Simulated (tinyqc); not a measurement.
Precursor delivery by bubblers, mass-transport growth and the solid composition of a III-V alloy: one step, computed by the program tinyqc.

1 sccm = 44.615 micromol/min; 1 torr = 133.322 Pa. The sources decompose fully at the surface.

Question. Bubblers. log10 p_v = a - b/T_bath; molar flow = F x 44.615 x p_v/(p_b - p_v) for a saturated bubbler.

Inputs (values chosen for the exercise, modelled on triethylgallium (source 1) and trimethylindium (source 2) for the vapour pressures):

| quantity | value | unit |
|---|---|---|
| bath temperature T1 | 298 | K |
| bath temperature T2 | 297 | K |
| bubbler pressure p_b | 600 | torr |
| carrier flow F1 | 200 | sccm |
| carrier flow F2 | 340 | sccm |

constants a, b of source 1 (log10 torr, K): 8.11  2162

constants a, b of source 2 (log10 torr, K): 10.49  3014

Give: vapour pressure 1; molar flow 1; vapour pressure 2; molar flow 2.

Answer.

vapour pressure 1 = 7.161 torr

molar flow 1 = 107.8 micromol/min

vapour pressure 2 = 2.197 torr

molar flow 2 = 55.75 micromol/min

One kelvin of bath error changes flow 1 by 5.7 % and flow 2 by 7.9 %.
